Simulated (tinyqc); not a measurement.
# Voltage drop against the resistance from a pad node to the supply

A grid of 13 by 13 nodes with segments Rx (rows) and Ry (columns); every node draws I1 and the central node kh I1; pads with resistance Rp sit at the nodes whose row and column are multiples of the pitch, counting from 0. The drops u = Vdd - V follow from G u = i, with G the conductance matrix and i the load currents, solved directly. Here the pitch is 4.

Parameters, values chosen for the exercise:

| symbol | value | unit | meaning |
|---|---|---|---|
| Vdd | 0.7 | V | supply voltage |
| Rx | 0.67 | ohm | resistance of a horizontal segment |
| Ry | 1.7 | ohm | resistance of a vertical segment |
| kh | 3 |  | factor on the load at the hot node |
| I1 | 0.23 | mA | load current of a node in the large grid |

Voltage drop against the resistance from a pad node to the supply:

| Rp (ohm) | pads | worst drop (mV) | mean drop (mV) | largest drop at a pad (mV) | largest pad current (mA) | worst drop over Vdd (%) |
|---|---|---|---|---|---|---|
| 0.034 | 16 | 1.686 | 1.025 | 0.1204 | 3.541 | 0.2408 |
| 0.068 | 16 | 1.793 | 1.115 | 0.2377 | 3.496 | 0.2561 |
| 0.14 | 16 | 2.013 | 1.305 | 0.4778 | 3.413 | 0.2876 |
| 0.27 | 16 | 2.398 | 1.643 | 0.8894 | 3.294 | 0.3426 |
| 0.54 | 16 | 3.160 | 2.334 | 1.689 | 3.127 | 0.4514 |
| 1.1 | 16 | 4.659 | 3.746 | 3.228 | 2.935 | 0.6655 |
| 2.2 | 16 | 7.480 | 6.484 | 6.085 | 2.766 | 1.069 |

The worst drop rises from 1.69 to 7.48 mV and the mean drop rises from 1.03 to 6.48 mV. The worst drop goes as Rp^(0.09) between the first two rows and Rp^(0.68) between the last two.

Computed by the program tinyqc: `OMP_NUM_THREADS=1 python tinyqc.py 2770203 2770204 out.jsonl`, one thread of a shared Intel Xeon 2.30GHz, about 0.1 s for the whole run.
